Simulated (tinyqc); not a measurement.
Doping and flat-band voltage from two insulator thicknesses.

Problem. A junctionless wire is fully depleted at VT = Vfb - q Nd R^2/(4 eps0 eps_r) - q Nd R^2 ln(1 + tox/R)/(2 eps0 eox). Find Nd and Vfb.

Inputs (values chosen for the exercise); material values close to those of silicon: relative permittivity of the semiconductor eps_r = 11.6; relative permittivity of the gate insulator eox = 9; wire radius R = 5 nm.

Constants: q = 1.602176634e-19 C, eps0 = 8.8541878128e-14 F/cm where lengths are in cm. Results are converted to the units shown.

VT at tox = 7.2 and 16 nm (V): [0.47532265, 0.25693999]

Solution. The difference of the thresholds is proportional to Nd and holds no Vfb.

Nd = 1.600e19 cm^-3
Vfb = 0.9900 V

tinyqc, about 0.01 s, one thread, Intel Xeon 2.30GHz (shared host): `OMP_NUM_THREADS=1 python tinyqc.py 2460058 2460059 out.jsonl`
